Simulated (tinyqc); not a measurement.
# Tunnelling through a gate dielectric with the two-band (Franz) dispersion, WKB transmission and Tsu-Esaki current, step by step

Computed by the program tinyqc: `OMP_NUM_THREADS=1 python tinyqc.py 2540096 2540097 out.jsonl`, one thread of a shared Intel Xeon 2.30GHz, about 0.02 s for the whole run. Printed values are rounded.

Electrons leave the emitter at x = 0. Energies E (motion across the layers) are in eV from the emitter Fermi level; the collector Fermi level lies at -V and offers states at every E. No charge in the dielectric and no image force: F1 = V/t1, U = phi1 - F1 x. With C = hbar^2/(2 m0), kappa = sqrt(m u (1 - u/Egx)/C), u = U - E where U > E and 0 elsewhere; T(E) = exp(-S), S = 2 times the integral of kappa over x.

Parameters, values chosen for the exercise; dielectric values close to those of silicon dioxide: temperature T = 77 K; Fermi energy of the emitter above its band bottom Ef = 0.18 eV; emitter mass in the supply function me = 0.58 m0; barrier of layer 1 above the emitter Fermi level at zero bias phi1 = 3.06 eV; tunnelling mass of layer 1 m1 = 0.51 m0; thickness of layer 1 t1 = 1.5 nm; gap parameter of the two-band dispersion, set freely Egx = 9.5 eV; voltage across the dielectric V = 0.7 V; energy of the electron followed E = -0.05 eV; cells in each layer nc = 5; lower end of the energy grid Ea = -0.18 eV; upper end of the energy grid Eb = 0.06 eV; points of the energy grid nE = 9.

Constants: q = 1.602176634e-19 C, kB = 1.380649e-23 J/K, hbar = 1.054571817e-34 J s, m0 = 9.1093837015e-31 kg, Vt = kB T/q, hbar^2/(2 m0) = 0.0380998212 eV nm^2. Results are converted to the units shown.

## Fields and band edges

F1 = V/t1, U = phi1 - F1 x.

F1 = 4.66667 MV/cm
U at x = t1 = 2.36 eV

## WKB exponent by the midpoint rule

Cut each layer into nc equal cells, take U and kappa at the cell centres, and sum S = 2 sum kappa h.

```
cell   x (nm)   U (eV)  kappa (1/nm)
0     0.15000  2.99000       5.26035
1     0.45000  2.85000       5.19317
2     0.75000  2.71000       5.11972
3     1.05000  2.57000       5.03972
4     1.35000  2.43000       4.95286
```

S = 15.3395
T(E) = 2.17841e-7

## WKB exponent in closed form

Each layer adds (2/F) sqrt(m/C) [G(u at its left edge) - G(u at its right edge)] to S, with u = U - E (0 where negative) and G(u) = Egx^1.5 (th - sin(4 th)/4)/4, th = arcsin sqrt(u/Egx). The slope follows from 1/d = -dS/dE.

S = 15.3387
T(E) = 2.18021e-7
energy d over which T(E) grows by a factor e = 0.60618 eV

The midpoint rule gives S = 15.339, so its T(E) is 0.082 % below this value. The band edge stays above E through the whole stack: direct tunnelling through a trapezoid.

## Current density on a coarse energy grid

J = J0 times the integral of T(E) N(E) dE, N = ln[(1 + exp(-E/Vt))/(1 + exp((-E - V)/Vt))], J0 = q^2 me m0 kB T/(2 pi^2 hbar^3) (times 1e-4 for A/cm^2 per eV), by Simpson's rule on nE equally spaced points from Ea to Eb.

```
point     E (eV)        T(E)           N       T(E) N
0      -0.180000  1.77423e-7     27.1274   4.81304e-6
1      -0.150000  1.85789e-7     22.6062   4.19998e-6
2      -0.120000  1.94721e-7     18.0850   3.52151e-6
3      -0.090000  2.04263e-7     13.5637   2.77056e-6
4      -0.060000  2.14464e-7     9.04260   1.93932e-6
5      -0.030000  2.25379e-7     4.53206   1.02143e-6
6       0.000000  2.37066e-7    0.693147   1.64322e-7
7       0.030000  2.49590e-7   0.0108168   2.69976e-9
8       0.060000  2.63020e-7  1.18270e-4  3.11073e-11
```

J0 = 6.22807e7 A/(cm^2 eV)
J = 29.9210 A/cm^2

The integrand peaks at E = -0.180 eV among these points. A converged quadrature from -Ef to above the barrier gives 29.86 A/cm^2; this grid is 0.19 % above that.
